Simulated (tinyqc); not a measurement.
# Chip with leakage that grows with temperature, electro-thermal loop and runaway: what changes with what

One temperature T for the device, T = T0 + Rth P(T), with P(T) = Pd + Pl (T/300 K)^2 exp[(q Ea/kB)(1/(300 K) - 1/T)]. The loop gain is Rth dP/dT; a solution is thermally stable when it is below one.

Values chosen for this exercise: ambient temperature T0 = 340 K; temperature-independent switching power Pd = 0.89 W; leakage power at 300 K Pl = 0.00795 W; activation energy of the leakage Ea = 0.43 eV; thermal resistance Rth = 30 K/W.

Constants: q = 1.602176634e-19 C, kB = 1.380649e-23 J/K. Results are converted to the units shown.

Each table varies one quantity; the others keep the values above.

## Effect of the temperature-independent switching power

P'(T) = (P - Pd)(2/T + q Ea/(kB T^2)), G = Rth P'. T is the lowest solution and Tu the next, unstable one.

Results:
```
Pd (W)  T (K)   P (W)       G  Tu (K)
0.22    350.1  0.3371  0.1630   435.5
0.29    352.6  0.4216  0.1808   434.3
0.49    360.3  0.6752  0.2444   430.3
0.63    366.0  0.8679  0.3048   427.1
0.82    375.0   1.165  0.4229   421.5
```

Estimate the missing row, Pd = 0.37 W.

Computed row:
```
Pd (W)  T (K)   P (W)       G  Tu (K)
0.37    355.6  0.5206  0.2037   432.8
```

With this row back in the table: As Pd goes from 0.22 to 0.82 W, T rises from 350.1 to 375.0 K, the power rises from 0.337 to 1.17 W and the loop gain rises from 0.163 to 0.423. The gap between the stable and unstable solutions goes from 85.4 to 46.5 K. At Pd = 1.1 W no solution is left within 900 K of T0: thermal runaway.

## Effect of the leakage power at 300 K

Same model as above.

Effect of the leakage power at 300 K:
```
Pl (W)   T (K)   P (W)        G  Tu (K)
0.00066  367.3  0.9109  0.02656   575.4
0.00099  367.7  0.9217  0.04032   546.9
0.0015   368.2  0.9392  0.06229   519.8
0.0022   368.9  0.9644  0.09397   496.1
0.0033   370.2   1.008   0.1479   472.1
0.0049   372.5   1.082   0.2382   449.1
0.0072   376.8   1.227   0.4093   425.6
```

What does the comparison show?

As Pl goes from 0.00066 to 0.0072 W, T rises from 367.3 to 376.8 K, the power rises from 0.911 to 1.23 W and the loop gain rises from 0.0266 to 0.409. The gap between the stable and unstable solutions goes from 208 to 48.8 K. At Pl = 0.011 W no solution is left within 900 K of T0: thermal runaway.

tinyqc, about 0.01 s, one thread, Intel Xeon 2.30GHz (shared host): `OMP_NUM_THREADS=1 python tinyqc.py 2520059 2520060 out.jsonl`
